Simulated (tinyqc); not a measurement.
Admittance spectroscopy of a deep trap: admittance against temperature.

Schottky contact on an n-type layer with shallow donors Nd (all ionised) and a donor-like deep trap, neutral when filled and positive when empty; depletion approximation. Traps within lam of the depletion edge stay filled. The traps at xt = W - lam, where the level crosses the Fermi level, follow a slow signal and not a fast one. w = 2 pi f.

Emission rate en = sn vth(T) Nc(T) exp(-Et/kB T) = sn g T^2 exp(-Et/kB T), g = vth Nc/(300 K)^2, as vth goes as T^0.5 and Nc as T^1.5 (degeneracy factor 1). lam = sqrt(2 eps0 eps_r (EF - ET)/(q Nd)), EF - ET = Et - (kB T/q) ln(Nc(T)/Nd), Nc(T) = Nc (T/300 K)^1.5. In the steady state at the band bending V, 2 eps0 eps_r V/q = Nd W^2 + Nt (W - lam)^2 (the second term only if W > lam). V = Vbi + Vr. C_HF = eps0 eps_r/W, C_LF = eps0 eps_r (Nd + Nt)/(Nd W + Nt xt). Inflection frequency w0 = 2 en [1 + Nt xt/(Nd W)]; C = C_HF + (C_LF - C_HF)/(1 + (w/w0)^2), G/w = (C_LF - C_HF)(w/w0)/(1 + (w/w0)^2).

Parameters, values chosen for the exercise; material values close to those of indium phosphide: relative permittivity eps_r = 12.5; conduction-band density of states at 300 K Nc = 5.71e17 cm^-3; thermal velocity at 300 K vth = 4.3e7 cm/s; shallow donor density Nd = 2.9e16 cm^-3; built-in voltage Vbi = 0.68 V; depth of the trap below the conduction edge Et = 0.29 eV; capture cross-section sn = 1.3e-16 cm^2; trap density Nt = 7.8e15 cm^-3; reverse bias Vr = 1.8 V; signal frequency f = 1200 Hz.

Constants: q = 1.602176634e-19 C, kB = 1.380649e-23 J/K, eps0 = 8.8541878128e-14 F/cm where lengths are in cm. Results are converted to the units shown.

Admittance against temperature:
```
T (K),w0/(2 pi) (Hz),C (nF/cm^2),G/w (nF/cm^2)
207,49.62,34.07,0.1070
217,115.4,34.10,0.2454
228,269.4,34.22,0.5462
238,546.0,34.54,0.9566
248,1049,35.21,1.248
258,1922,35.93,1.123
268,3376,36.35,0.7826
278,5710,36.52,0.4951
288,9336,36.57,0.3085
298,1.480e4,36.59,0.1948
309,2.381e4,36.59,0.1204
```

G/w goes from 0.107 through a maximum of 1.25 (at T = 248 K among the rows listed) to 0.120 nF/cm^2, where w0 passes the signal: w0/(2 pi) rises from 49.6 to 23800 Hz. C rises from 34.1 to 36.6 nF/cm^2.

tinyqc, about 0.01 s, one thread, Intel Xeon 2.30GHz (shared host): `OMP_NUM_THREADS=1 python tinyqc.py 2050151 2050152 out.jsonl`
